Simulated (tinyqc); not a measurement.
## Internal photoemission over an interface barrier: threshold and yield against field

Electrons are excited from the valence band of a semiconductor over the barrier Phi(F) = P0 - sqrt(q F/(4 pi eps0 ei)), whose top lies at xm = sqrt(q/(16 pi eps0 ei F)). The yield is Y = A (hv - Phi)^p exp(-xm/l), with A = 1 here.

The yield is taken at hv = 4.39 eV.

Values chosen for this exercise; dielectric values close to those of aluminium oxide:
```
symbol,value,unit,meaning
P0,4.09,eV,barrier at zero field
ei,3.17,,image-force permittivity
p,3,,exponent of the yield
l,3.7,nm,scattering length in the image well
```

Constants: q = 1.602176634e-19 C, eps0 = 8.8541878128e-14 F/cm where lengths are in cm. Results are converted to the units shown.

Threshold and yield against field:

| F (MV/cm) | sqrt(F) ((MV/cm)^0.5) | Phi (eV) | xm (nm) | Y |
|---|---|---|---|---|
| 0.1 | 0.3162 | 4.023 | 3.370 | 0.01995 |
| 0.19 | 0.4359 | 3.997 | 2.445 | 0.03132 |
| 0.35 | 0.5916 | 3.964 | 1.801 | 0.04754 |
| 0.64 | 0.8000 | 3.919 | 1.332 | 0.07267 |
| 1.2 | 1.095 | 3.857 | 0.9728 | 0.1167 |
| 2.1 | 1.449 | 3.781 | 0.7354 | 0.1850 |
| 3.9 | 1.975 | 3.669 | 0.5396 | 0.3238 |
| 7.2 | 2.683 | 3.518 | 0.3971 | 0.5953 |

What does the comparison show?

Phi is linear in sqrt(F) with slope -0.213 eV and intercept P0 = 4.09 eV. The yield grows by a factor of 29.8, of which 2.23 comes from less scattering, as xm shrinks from 3.37 to 0.397 nm, and the rest from the lower barrier. For F = 7.2 xm is within about two atomic layers of the interface, where the classical image potential fails.

tinyqc, about 0.01 s, one thread, Intel Xeon 2.30GHz (shared host): `OMP_NUM_THREADS=1 python tinyqc.py 2410122 2410123 out.jsonl`
